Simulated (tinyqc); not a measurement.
Undoped symmetric double-gate MOSFET, analytic potential model: two steps of the calculation.

An undoped body of thickness ts between two equal insulators and tied gates; long channel, electrons only, n = ni exp((psi - V)/Vt) with V the quasi-Fermi potential (0 at the source, Vd at the drain), constant mobility, no quantisation. Across the body psi(x) = V - 2 Vt ln[(ts/(2 beta)) sqrt(q ni/(2 eps0 eps_r Vt)) cos(2 beta x/ts)], x from the centre. Q is the electron charge per area of the whole body.

Parameters, values chosen for the exercise; material values close to those of silicon:
- T = 300 K (temperature)
- eps_r = 11.5 (relative permittivity of the semiconductor)
- ts = 5 nm (body thickness)
- mu = 130 cm^2/(V s) (channel mobility)
- L = 1 um (gate length)
- Vg = 0.52 V (gate voltage)
- Vd = 0.05 V (drain voltage)

Constants: q = 1.602176634e-19 C, kB = 1.380649e-23 J/K, Vt = kB T/q, eps0 = 8.8541878128e-14 F/cm where lengths are in cm. Results are converted to the units shown.

Question 1. beta at the source by Newton steps. With V = 0: f = ln(beta) - ln(cos beta) + 2 r beta tan(beta) - (Vg - V0)/(2 Vt); f' = 1/beta + tan(beta) + 2 r [tan(beta) + beta/cos^2(beta)]; beta(new) = beta - f/f'.

beta after iteration 1 = 0.88174337
r = 1.0615385
V0 = 0.39753187 V

Give: f; f'; beta after iteration 2.

Answer 1.

f = 0.23093
f' = 9.5563
beta after iteration 2 = 0.85758

Question 2. Charges and drain current. beta (between 0 and pi/2) solves (Vg - V0 - V)/(2 Vt) = ln(beta) - ln(cos beta) + 2 r beta tan(beta). Q = 8 eps0 eps_r Vt beta tan(beta)/ts; I = mu (1/L)(4 eps0 eps_r/ts)(2 Vt)^2 [g(beta_s) - g(beta_d)] per width, g = beta tan(beta) - beta^2/2 + r beta^2 tan^2(beta), with beta_s at V = 0 and beta_d at V = Vd.

beta_s = 0.85686084
beta_d = 0.73503535
r = 1.0615385

Give: Qs; Qd; g(beta_s); g(beta_d); I.

Answer 2.

Qs = 416.5 nC/cm^2
Qd = 279.9 nC/cm^2
g(beta_s) = 1.660
g(beta_d) = 0.8631
I = 2.257 uA/um

The term r beta^2 tan^2(beta), which gives the square law, makes up 62.5 % of g at the source.

tinyqc, about 0.03 s, one thread, Intel Xeon 2.30GHz (shared host): `OMP_NUM_THREADS=1 python tinyqc.py 2440140 2440141 out.jsonl`
